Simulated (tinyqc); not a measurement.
Potential-pH (Pourbaix) lines of a metal, its cation, its oxide and an oxyanion, with a complexing ligand: one step, computed by the program tinyqc. Command: `OMP_NUM_THREADS=1 python tinyqc.py 3019240 3019241 out.jsonl pourb walk`. One thread of a shared host (Intel(R) Xeon(R) Processor @ 2.30GHz), about 0.02 s of CPU time with the checks.

Potentials are against the standard hydrogen electrode; solids and water have unit activity; dG_f of M, H+ and the electron is zero; F = e N_A and s = R T ln(10)/F. The cation carries z = 2.

Question. Vertical lines. M2+ + 2e = M; MO + 2H+ + 2e = M + H2O; MO2(2-) + 4H+ + 2e = M + 2H2O. For each, E0 = -dG/(z F), and E = E0 + (s/z) log10 a - (s n_H/z) pH, with no activity term for the oxide. Two oxidised species coexist where their lines against the metal cross: pH1 (cation/oxide) = [E0(oxide) - E0(cation)]/s - (log10 a)/z; pH2 (oxide/oxyanion) = {[E0(oxyanion) - E0(oxide)]/s + (log10 a)/z}/(4/z - 1).

Inputs (values chosen for the exercise, for a model metal): temperature T = 298.15 K; log10 of the dissolved activity a = -4.

Species: M, M2+, MO, MO2(2-).

E0 (V): cation -0.8472790, oxide -0.5294069, oxyanion 0.2987501

s = 0.05915935 V

Give: pH1; pH2; width of the oxide field, pH2 - pH1.

Answer.

pH1 = 7.373

pH2 = 12.00

width of the oxide field, pH2 - pH1 = 4.626

The oxide is stable from pH 7.37 to 12.00; each decade less of dissolved metal narrows this field by 1.00 pH units.
